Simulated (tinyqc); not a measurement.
Inside a calculation. Model: admittance spectroscopy and thermally stimulated current of one trap level in a depletion layer. Computed by tinyqc, a small Python program that keeps every step. Command: `OMP_NUM_THREADS=1 python tinyqc.py 3112767 3112768 out.jsonl admit walk`. One thread of a shared host (Intel(R) Xeon(R) Processor @ 2.30GHz), about 0.01 s of CPU time with the checks. Intermediate numbers are printed to about 6 digits and carried at full precision; extremes and crossings named in words are read from the listed rows.

A Schottky junction on n-type material holds one donor-like electron trap; shallow donors are fully ionised and abrupt depletion edges are assumed.

Inputs (values chosen for the exercise, modelled on n-type GaN):

| quantity | value | unit |
|---|---|---|
| dielectric constant eps | 9.45 | - |
| density-of-states mass m | 0.208 | m_0 |
| shallow doping N | 6.4e+16 | 1/cm^3 |
| trap density N_t | 3e+16 | 1/cm^3 |
| trap depth E_t below the band | 0.219 | eV |
| capture cross section sigma | 3.8e-17 | cm^2 |
| band bending V_b | 2.4 | V |
| test frequency f | 50000 | Hz |
| heating rate beta | 0.87 | K/s |

Constants: k_B = 1.380649e-23 J/K; m_0 = 9.1093837015e-31 kg; h = 6.62607015e-34 J s; k_B = 8.617333262e-05 eV/K; eps_0 = 8.8541878128e-12 F/m; e = 1.602176634e-19 C.

## Temperature of the peak

N_c = 2 (2 pi m k_B T/h^2)^(3/2), v_th = sqrt(3 k_B T/m), emission rate e_n = sigma v_th N_c exp(-E_t/(k_B T)). Where the level crosses the Fermi level capture equals emission, so the trap follows the signal with the rate 2 e_n; G/omega peaks at omega = 2 e_n (the correction for large N_t/N is left out). Solve 2 e_n(T_p) = 2 pi f.

peak temperature T_p = 270.580 K

N_c at T_p = 2.03905e+18 1/cm^3

e_n at T_p = 157080 1/s

E_c - E_F = k_B T_p ln(N_c/N) = 0.0807075 eV

Caution: N_t/N is not small, so the peak moves away from omega = 2 e_n.

## The capacitance step

With E_c - E_F = k_B T_p ln(N_c/N): lambda = sqrt(2 eps eps_0 (E_t - (E_c - E_F))/(e^2 N)); traps are empty and charged for x < x_t = w - lambda, and V_b = e (N w^2 + N_t x_t^2)/(2 eps eps_0). High frequency: C_hf = eps eps_0/w. Low frequency: C_lf = eps eps_0 (N + N_t)/(N w + N_t x_t).

lambda = 47.5072 nm

depletion width w = 176.955 nm

crossing point x_t = 129.448 nm

C_hf = 47.2843 nF/cm^2

C_lf = 51.7153 nF/cm^2

step (C_lf - C_hf)/C_hf = 0.0937112

small-N_t estimate (N_t/N)(lambda/w) = 0.125845

Reading N_t/N straight from the step would give 0.0937 against the true 0.469: the factor lambda/w must be known.

## Scan in temperature at fixed frequency

With x = omega/(2 e_n): C = C_hf + (C_lf - C_hf)/(1 + x^2), G/omega = (C_lf - C_hf) x/(1 + x^2); C_hf and C_lf are held at their values at T_p.

Admittance:

| T (K) | omega/(2 e_n) | C (nF/cm^2) | G/omega (nF/cm^2) |
|---|---|---|---|
| 238.1 | 4.65052 | 47.4801 | 0.91070 |
| 248.9 | 2.67813 | 47.8265 | 1.45208 |
| 257.1 | 1.81237 | 48.3184 | 1.87429 |
| 265.2 | 1.25946 | 48.9976 | 2.15786 |
| 270.6 | 0.99914 | 49.5017 | 2.21553 |
| 276.0 | 0.79921 | 49.9882 | 2.16103 |
| 284.1 | 0.58013 | 50.5996 | 1.92330 |
| 294.9 | 0.38801 | 51.1355 | 1.49431 |
| 308.5 | 0.24249 | 51.4693 | 1.01480 |

The peak of G/omega is half the step, 2.22 nF/cm^2. Its full width is near 2 ln(2 + sqrt3) k_B T_p^2/(E_t + 2 k_B T_p) = 62.6 K.

## Arrhenius plot

T_p for 0.1, 0.3, 1, 3 and 10 f; least-squares lines of ln(e_n/T^2) and of ln(e_n) against 1/(k_B T), e_n = pi f; sigma = exp(intercept)/(v_th N_c/T^2).

Peaks:

| f (Hz) | T_p (K) | 1/(k_B T) (1/eV) | ln(e_n/T^2) | ln(e_n) |
|---|---|---|---|---|
| 5000 | 224.477 | 51.6959 | -1.16562 | 9.6619 |
| 15000 | 244.511 | 47.4601 | -0.23799 | 10.7605 |
| 50000 | 270.580 | 42.8876 | 0.76338 | 11.9645 |
| 150000 | 299.174 | 38.7886 | 1.66107 | 13.0631 |
| 500000 | 337.438 | 34.3901 | 2.62433 | 14.2671 |

depth from e_n/T^2 = 0.219 eV

cross section from the intercept = 3.80e-17 cm^2

depth without the T^2 = 0.265984 eV

Leaving out T^2 adds 47 meV, near 2 k_B T_p = 47 meV.

## Thermally stimulated current

Thermally stimulated current without retrapping: filled share n(T) = exp(-(1/beta) int e_n dT), current proportional to e_n n; the peak obeys beta (E_t/(k_B T^2) + 2/T) = e_n(T). The integral starts at 0.5 T_m and uses 4000 trapezoid steps to 1.2 T_m. Chen's first-order estimate from the full width W = T_2 - T_1 between the half-height points: E = 2.52 k_B T_m^2/W - 2 k_B T_m.

peak temperature T_m = 118.413 K

lower half-height T_1 = 111.644 K

upper half-height T_2 = 123.349 K

filled share at T_m = 0.395809

E_t/(k_B T_m) = 21.4622

symmetry factor (T_2 - T_m)/(T_2 - T_1) = 0.421758

depth by Chen's formula = 0.239714 eV

The slow ramp empties the trap at 118 K, far below the admittance peak at 271 K, since the rate asked for is 0.17 per second instead of 160000. Chen's formula, made for a constant prefactor, gives 21 meV more than E_t.

Checks made by the program: C_lf against dQ/dV by differences (relative difference below 1e-10); depth recovered (relative difference below 1e-10); peak of the integrated curve (relative difference 3e-05).
